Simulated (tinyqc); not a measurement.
# Small-signal admittance of a forward-biased p+-n diode: admittance against frequency

Holes injected into a neutral base of width wb with an ohmic contact at its end; low injection, p0 far above the equilibrium density. A small voltage v exp(i w t), w = 2 pi f, modulates the edge density by p0 v/Vt, and the small-signal density obeys Dp d2p/dx2 = (1/tau + i w) p.

L = sqrt(Dp tau); direct current J = (q Dp p0/L) coth(wb/L); k = sqrt(1 + i w tau)/L; diffusion admittance Y = (q Dp p0/Vt) k coth(k wb) = G + i w C_diff; junction capacitance C_j = sqrt(q eps0 eps_r Nd/(2 Vr)) in the depletion approximation, with the remaining barrier Vr = Vt ln(Na/p0), a rough value under forward bias; base-width modulation is left out. Measured admittance 1/[Rs + 1/(Y + i w C_j)].

Parameters, values chosen for the exercise; permittivity close to that of 4H silicon carbide: temperature T = 275 K; relative permittivity eps_r = 9.7; donor density of the base Nd = 2.4e15 cm^-3; hole diffusion coefficient Dp = 2.5 cm^2/s; hole lifetime tau = 1e-8 s; width of the neutral base wb = 0.46 um; excess hole density at the junction edge p0 = 2.6e11 cm^-3; acceptor density of the p+ side Na = 9e18 cm^-3; series resistance Rs = 0.00091 ohm cm^2.

Constants: q = 1.602176634e-19 C, kB = 1.380649e-23 J/K, Vt = kB T/q, eps0 = 8.8541878128e-14 F/cm where lengths are in cm. Results are converted to the units shown.

The same in every row: C_j (uF/cm^2) = 0.02003.

Admittance against frequency:

| f (Hz) | w tau | G (S/cm^2) | C_diff (uF/cm^2) | measured G (S/cm^2) | measured C (uF/cm^2) | phase of the measured Y (degrees) |
|---|---|---|---|---|---|---|
| 1e6 | 0.06283 | 0.09821 | 2.665e-5 | 0.09822 | 0.02006 | 52.07 |
| 5e6 | 0.3142 | 0.09822 | 2.665e-5 | 0.09857 | 0.02006 | 81.11 |
| 2e7 | 1.257 | 0.09824 | 2.665e-5 | 0.1040 | 0.02006 | 87.64 |
| 9e7 | 5.655 | 0.09869 | 2.662e-5 | 0.2157 | 0.02006 | 88.91 |
| 4e8 | 25.13 | 0.1072 | 2.594e-5 | 2.415 | 0.02001 | 87.25 |
| 2e9 | 125.7 | 0.2164 | 1.776e-5 | 55.08 | 0.01904 | 77.04 |
| 7e9 | 439.8 | 0.4126 | 9.356e-6 | 430.4 | 0.01219 | 51.25 |
| 3e10 | 1885 | 0.8535 | 4.526e-6 | 1013 | 0.001564 | 16.22 |
| 1e11 | 6283 | 1.558 | 2.479e-6 | 1091 | 1.515e-4 | 4.988 |

What does the table show?

G starts at J/Vt = 0.0982 S/cm^2 and C_diff at (J tau/(2 Vt))(1 - 2 x/sinh 2x) = 2.67e-5 uF/cm^2, x = wb/L = 0.291. Between the last two rows G goes as f^(0.50) and C_diff as f^(-0.50); the limits are 1/2 and -1/2, reached when the signal penetrates only sqrt(Dp/w). The measured C is 0.018 % below C_diff + C_j in the first row and 99 % below it in the last, the difference being due to Rs.

Program tinyqc, `OMP_NUM_THREADS=1 python tinyqc.py 2890109 2890110 out.jsonl`; Intel Xeon 2.30GHz, shared host, one thread, about 0.01 s.
